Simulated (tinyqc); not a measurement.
From results back to parameters: effective mass of the split-off band from tabulated energies. Three cases, with inputs chosen for the exercise.

Problem. A band follows E (1 + alpha E) = c k^2/m, c = hbar^2/2m0. Its energies at two wave vectors are given.

Constants: hbar^2/2m0 = 3.80998211 eV angstrom^2.
Find: y = c k^2/E; m; alpha.

Method. y = m + m alpha E is a straight line through the two points. A negative alpha means that the band steepens away from the edge, repelled by the bands nearer the gap.

Case 1.

Values chosen (out of a larger set: band of an eight-band Kane model near Ge; not measured data): k12 = (0.0096, 0.0256) 1/angstrom (two wave vectors).

energies (meV): 3.85637  28.38035

Solution.

y = c k^2/E (m0): 0.09105  0.08798
m = 0.0915 m0
alpha = -1.37 1/eV

Case 2.

Values chosen (out of a larger set: band of an eight-band Kane model near InP; not measured data): k12 = (0.021, 0.056) 1/angstrom (two wave vectors).

energies (meV): 8.63547  87.10836

Solution.

y = c k^2/E (m0): 0.19457  0.13716
m = 0.2009 m0
alpha = -3.64 1/eV

Case 3.

Values chosen (out of a larger set: band of an eight-band Kane model near Ge; not measured data): k12 = (0.0147, 0.0392) 1/angstrom (two wave vectors).

energies (meV): 9.37025  81.22837

Solution.

y = c k^2/E (m0): 0.08786  0.07208
m = 0.0899 m0
alpha = -2.44 1/eV

Computed by tinyqc, one run a case: `OMP_NUM_THREADS=1 python tinyqc.py N N+1 out.jsonl` with N = 1850361, 1850485, 1850571; one thread of a shared Intel(R) Xeon(R) Processor @ 2.30GHz, about 0.01 s a run at most.
